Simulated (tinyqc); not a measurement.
Holstein polaron on two sites: one step, computed by the program tinyqc. Command: `OMP_NUM_THREADS=1 python tinyqc.py 3006968 3006969 out.jsonl holstein walk`. One thread of a shared host (Intel(R) Xeon(R) Processor @ 2.30GHz), about 0.01 s of CPU time with the checks.

One electron on sites 1 and 2: H = -t (c1+ c2 + c2+ c1) + hbar omega sum_i b_i+ b_i - g hbar omega sum_i n_i (b_i + b_i+). The symmetric phonon shifts the energy by -g^2 hbar omega/2 and drops out; with b = (b_1 - b_2)/sqrt(2) there remains H = -t sigma_x + hbar omega b+ b - (g hbar omega/sqrt(2)) sigma_z (b + b+). Parity splits it into blocks p = +1 and -1 over phonon numbers n. Zero-point energies are left out. Weights Z refer to mode b alone; the displaced symmetric mode multiplies the full zero-phonon weight by exp(-g^2/2).

Task: The even block in a small basis. Block p: H_nn = n hbar omega - p t (-1)^n - g^2 hbar omega/2, H_(n,n+1) = -(g hbar omega/sqrt(2)) sqrt(n + 1). Take p = +1 and n = 0..N-1.

Inputs (values chosen for the exercise, for a model dimer):
```
quantity                  value  unit
hopping t                    20   meV
phonon energy hbar omega    119   meV
coupling g                 1.44     -
phonon levels kept N          5     -
```

Give: H, even block.

Result:

H, even block (meV):
```
        1       2       3       4       5
1  -143.4  -121.2     0.0     0.0     0.0
2  -121.2    15.6  -171.4     0.0     0.0
3     0.0  -171.4    94.6  -209.9     0.0
4     0.0     0.0  -209.9   253.6  -242.3
5     0.0     0.0     0.0  -242.3   332.6
```
